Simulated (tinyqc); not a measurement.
From results back to parameters: inversion layer as a triangular well, valleys of the Si type. Five cases, with inputs chosen for the exercise.

Problem. The spacing of the two lowest levels of one ladder was computed from a hidden sheet density Ns.

The field is taken as constant, e F = 4 pi (e^2/4 pi eps0)(Nd + eta Ns)/eps, with 1e12/cm^2 = 1e-4/angstrom^2, and the oxide as a hard wall at z = 0; c = hbar^2/2m0.

Level j of a valley lies at E_j = a_j (c (e F)^2/m_z)^(1/3) above the band edge at the surface, with the Airy zeros a_j = 2.338107, 4.087949, 5.520560, 6.786708, 7.944134, 9.022651, 10.040174, 11.008524, 11.936016, 12.828777, and has <z> = 2 E_j/(3 e F).

Constants: hbar^2/2m0 = 3.80998211 eV angstrom^2; e^2/(4 pi eps0) = 14.39964547 eV angstrom.

Case 1.

Values chosen (near those of Si; the results hold for these values, not for the real material):
- m_z = 0.2544 m0 (confinement mass)
- eps = 11.7 (dielectric constant)
- Nd = 0.25 x 1e12/cm^2 (depletion charge)
- eta = 0.5 (share of Ns in the effective field)

E_1 - E_0 = 152.5329 meV

Case 2.

Values chosen (near those of Si; the results hold for these values, not for the real material):
- m_z = 0.3086 m0 (confinement mass)
- eps = 11.8 (dielectric constant)
- Nd = 0.13 x 1e12/cm^2 (depletion charge)
- eta = 0.5 (share of Ns in the effective field)

E_1 - E_0 = 43.6023 meV

Case 3.

Values chosen (near those of Si; the results hold for these values, not for the real material):
- m_z = 0.901 m0 (confinement mass)
- eps = 11.7 (dielectric constant)
- Nd = 0.17 x 1e12/cm^2 (depletion charge)
- eta = 0.5 (share of Ns in the effective field)

E_1 - E_0 = 27.8105 meV

Case 4.

Values chosen (near those of Si; the results hold for these values, not for the real material):
- m_z = 0.3164 m0 (confinement mass)
- eps = 11.9 (dielectric constant)
- Nd = 0.14 x 1e12/cm^2 (depletion charge)
- eta = 0.5 (share of Ns in the effective field)

E_1 - E_0 = 114.9294 meV

Case 5.

Values chosen (near those of Si; the results hold for these values, not for the real material):
- m_z = 0.907 m0 (confinement mass)
- eps = 11.7 (dielectric constant)
- Nd = 0.27 x 1e12/cm^2 (depletion charge)
- eta = 0.5 (share of Ns in the effective field)

E_1 - E_0 = 40.7224 meV

Find: F; Ns.

Solution. e F = sqrt(m_z/c) [(E_1 - E_0)/(a_1 - a_0)]^(3/2), with a_0 and a_1 the first two zeros; then Ns = (eps e F/(4 pi e^2/4 pi eps0) - Nd)/eta.

Case 1.

F = 0.6650 MV/cm
Ns = 8.10 x 1e12/cm^2

Case 2.

F = 0.1119 MV/cm
Ns = 1.20 x 1e12/cm^2

Case 3.

F = 0.0974 MV/cm
Ns = 0.92 x 1e12/cm^2

Case 4.

F = 0.4851 MV/cm
Ns = 6.10 x 1e12/cm^2

Case 5.

F = 0.1732 MV/cm
Ns = 1.70 x 1e12/cm^2

Computed by tinyqc, one run a case: `OMP_NUM_THREADS=1 python tinyqc.py N N+1 out.jsonl` with N = 1281813, 1281852, 1281938, 1281955, 1281968; one thread of a shared Intel(R) Xeon(R) Processor @ 2.30GHz, about 0.05 s a run at most.
